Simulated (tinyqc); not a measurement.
# Frequency dispersion of an accumulation capacitance by border traps, distributed model: what changes with what

Traps spread evenly through the insulator exchange electrons with the semiconductor by tunnelling, with tau(x) = t0 exp(2 ka x) at depth x from the interface. The admittance per area Y seen at depth x obeys dY/dx = -Y^2/(i w eps0 eox) + q Nb ln(1 + i w tau)/tau, with Y(0) = i w Cs and w = 2 pi f; the gate sees Y(tox) = G + i w C. Working variable y = Y/(i w), in uF/cm^2. Cox = eps0 eox/tox.

Values chosen for this exercise; permittivity close to that of aluminium oxide: relative permittivity of the insulator eox = 8.51; insulator thickness tox = 7.3 nm; semiconductor capacitance in accumulation Cs = 3.9 uF/cm^2; density of border traps Nb = 6.8e19 cm^-3 eV^-1; decay constant of the wave function in the insulator ka = 5.4 1/nm; time constant of a trap at the interface t0 = 1e-9 s; frequency f = 1000 Hz.

Constants: q = 1.602176634e-19 C, eps0 = 8.8541878128e-14 F/cm where lengths are in cm. Results are converted to the units shown.

Each table varies one quantity; the others keep the values above.

## Capacitance and loss against frequency

Cox; trap-free value 1/(1/Cox + 1/Cs); response depth d = ln(1/(w t0))/(2 ka), where w tau = 1; lumped estimate: all traps within d act as C_bt = q Nb d placed at d/2, so C = 1/{1/[1/(1/Cs + d/(2 eps0 eox)) + C_bt] + (tox - d/2)/(eps0 eox)}. C and G from a fine integration; dispersion -d C/d log10 f over C, from f times and over 1.1. For a broad spread of time constants G/w is close to -(pi/2) dC/d ln w.

The same in every row: trap-free C (uF/cm^2) = 0.8162.

Capacitance and loss against frequency:
```
f (Hz)	d (nm)	C (uF/cm^2)	G/w (uF/cm^2)	dispersion (% a decade)	-(pi/2) dC/d ln w (uF/cm^2)	lumped C (uF/cm^2)
10	1.535	0.9338	0.01412	2.215	0.01411	0.9166
100	1.322	0.9139	0.01311	2.101	0.01310	0.9000
1000	1.109	0.8954	0.01213	1.985	0.01212	0.8840
10000	0.8958	0.8783	0.01118	1.865	0.01118	0.8690
1e5	0.6826	0.8626	0.01025	1.741	0.01025	0.8547
1e6	0.4694	0.8483	0.009326	1.613	0.009335	0.8415
1e7	0.2562	0.8352	0.008328	1.481	0.008438	0.8293
```

C falls from 0.9338 to 0.8352 uF/cm^2, towards the trap-free 0.8162; each decade of frequency removes ln 10/(2 ka) = 0.213 nm from the response depth. The dispersion falls from 2.21 to 1.48 % a decade and G/w falls from 0.0141 to 0.00833 uF/cm^2. G/w lies between 0.987 and 1.00 times -(pi/2) dC/d ln w, the relation for a broad spread of time constants.

## Effect of the decay constant of the wave function in the insulator

Same model as above.

The same in every row: trap-free C (uF/cm^2) = 0.8162.

Results:
```
ka (1/nm)	d (nm)	C (uF/cm^2)	G/w (uF/cm^2)	dispersion (% a decade)	-(pi/2) dC/d ln w (uF/cm^2)	lumped C (uF/cm^2)
2.5	2.396	1.050	0.04236	5.897	0.04222	0.9909
3.2	1.872	0.9776	0.02740	4.102	0.02736	0.9443
3.9	1.536	0.9383	0.01985	3.099	0.01984	0.9166
4.6	1.302	0.9139	0.01538	2.466	0.01538	0.8984
5.3	1.130	0.8973	0.01246	2.035	0.01246	0.8856
6.7	0.8939	0.8765	0.008925	1.492	0.008924	0.8688
7.4	0.8093	0.8695	0.007785	1.312	0.007784	0.8631
```

Estimate the missing row, ka = 6 1/nm.

Computed row:
```
ka (1/nm)	d (nm)	C (uF/cm^2)	G/w (uF/cm^2)	dispersion (% a decade)	-(pi/2) dC/d ln w (uF/cm^2)	lumped C (uF/cm^2)
6	0.9981	0.8854	0.01042	1.725	0.01042	0.8761
```

With this row back in the table: As ka goes from 2.5 to 7.4, C falls from 1.05 to 0.870 uF/cm^2, the dispersion falls from 5.90 to 1.31 % a decade and G/w falls from 0.0424 to 0.00778 uF/cm^2. The lumped estimate is 5.6 % below C in the first row and 0.74 % below it in the last.

Computed by the program tinyqc: `OMP_NUM_THREADS=1 python tinyqc.py 2202215 2202216 out.jsonl`, one thread of a shared Intel Xeon 2.30GHz, about 0.5 s for the whole run.
